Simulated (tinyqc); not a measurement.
## Resistance of a source-drain extension with a graded tip: abruptness at a fixed junction position

y runs along the channel, the gate covers y > 0. The doping is N0 for y < y0 and N0 10^(-(y - y0)/la) beyond, uniform over the depth xj. Sheet conductance s(y) = q mu(N) max(N - Nch, 0) xj + (for y > 0) ma Cox Vo, with mu(N) = u0 + (u1 - u0)/(1 + (N/Nr)^au) and Cox = eps0 eox/tox. Current is taken as one-dimensional; depletion of the tip, spreading and the contact are left out. The metallurgical junction lies at yj, where N = Nch.

R_spacer = integral of dy/s from -Ls to 0, R_ov from 0 to yj, R_channel = (Lg - 2 yj)/(ma Cox Vo), R_total = 2 R_spacer + 2 R_ov + R_channel. Electrical length L_eff = ma Cox dR_total/d(1/Vo); R_series = R_total - L_eff/(ma Cox Vo). y0 is moved with la so that yj stays at 5.5416 nm.

Parameters, values chosen for the exercise; mobility law close to that of holes in silicon:
- eox = 3.9 (relative permittivity of the gate insulator (close to silicon dioxide))
- tox = 2 nm (insulator thickness)
- N0 = 2e20 cm^-3 (active doping of the extension far from the gate)
- xj = 19 nm (depth of the extension)
- Nch = 2.4e18 cm^-3 (channel doping)
- Ls = 24 nm (spacer length)
- Vo = 0.32 V (gate overdrive)
- ma = 56 cm^2/(V s) (mobility of the gate-induced layer)
- u1 = 470.5 cm^2/(V s) (mobility at low doping)
- u0 = 44.9 cm^2/(V s) (mobility at high doping)
- Nr = 2.23e17 cm^-3 (reference doping)
- au = 0.719 (exponent)
- Lg = 60 nm (gate length)

Constants: q = 1.602176634e-19 C, eps0 = 8.8541878128e-14 F/cm where lengths are in cm. Results are converted to the units shown.

The same in every row: yj (nm) = 5.542; R_channel (ohm um) = 1581.

Abruptness at a fixed junction position:
```
la (nm/decade)  R_spacer (ohm um)  R_ov (ohm um)  R_total (ohm um)  L_eff (nm)  R_series (ohm um)
1                           8.298          11.37              1620       49.17              31.09
2.3                         8.298          23.69              1645       49.50              45.05
3.6                         8.568          35.75              1670       49.83              59.04
4.9                         10.55          46.18              1694       50.16              73.39
6.1                         14.01          54.36              1718       50.45              87.31
7.4                         19.27          61.96              1743       50.75              103.3
8.7                         25.87          68.54              1770       51.03              120.5
10                          33.58          74.30              1797       51.30              138.7
```

As la goes from 1 to 10 nm/decade, R_total rises from 1620 to 1800 ohm um, R_spacer rises from 8.30 to 33.6 ohm um and R_ov rises from 11.4 to 74.3 ohm um. R_total changes on average by 19.6 ohm um for each nm/decade. L_eff exceeds the metallurgical length by 0.255 nm in the first row and 2.38 nm in the last, since the gate also controls the lightly doped tips.

Program tinyqc, `OMP_NUM_THREADS=1 python tinyqc.py 2282279 2282280 out.jsonl`; Intel Xeon 2.30GHz, shared host, one thread, about 0.05 s.
